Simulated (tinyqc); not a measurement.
Thermal stress and diffusional relaxation in a metal film: Coble and Nabarro-Herring creep, cooling and holds: one step, computed by the program tinyqc.

A thin film on a rigid substrate is stress-free at T0. Tension is positive and the film creeps linearly: d sigma/dt = -M (mismatch) dT/dt - sigma/tau.

Task: Creep at the hold temperature. Creep rate per stress: Nabarro-Herring 14 D Omega/(k_B T d^2), Coble (14 pi) delta D_b Omega/(k_B T d^3), with D = D0 exp(-E/(k_B T)), delta D_b = (delta D_b)0 exp(-E_b/(k_B T)); 1/tau = M x (sum of both)/2 (biaxial strain rate is half the uniaxial one). Temperatures in kelvin are T(C) + 273.15. sigma(t) = sigma_0 exp(-t/tau), relaxed part sigma_0 - sigma(t); the grain size where both mechanisms are equal is pi delta D_b/D.

Inputs (values chosen for the exercise, modelled on silver films on silicon):
```
quantity,value,unit
biaxial modulus M,124,GPa
atomic volume Omega,17,angstrom^3
lattice prefactor D0,4.5e-05,m^2/s
lattice energy E,1.88,eV
boundary prefactor (delta D_b)0,5.2e-15,m^3/s
boundary energy E_b,0.93,eV
grain size d,1.6,um
stress-free temperature T0,300,C
hold temperature T,180,C
hold time t,0.027,h
```

stress after a quench sigma_0 = 238.08 MPa

Constants: k_B = 1.380649e-23 J/K; k_B = 8.617333262e-05 eV/K.

Give: Nabarro-Herring rate; Coble rate; relaxation time tau; stress after the hold; stress relaxed during the hold; crossover grain size.

Result:

Nabarro-Herring rate = 8.2511e-22 1/(Pa s)

Coble rate = 6.8850e-15 1/(Pa s)

relaxation time tau = 0.65073 h

stress after the hold = 228.40 MPa

stress relaxed during the hold = 9.6763 MPa

crossover grain size = 1.3351e+07 um

Coble creep is 8.3e6 times as fast as Nabarro-Herring creep at this grain size. The crossover size is formal, far above any film grain. Caution: bulk creep laws overstate relaxation in a bonded film, where the substrate constrains boundary diffusion, and dislocation glide is left out.
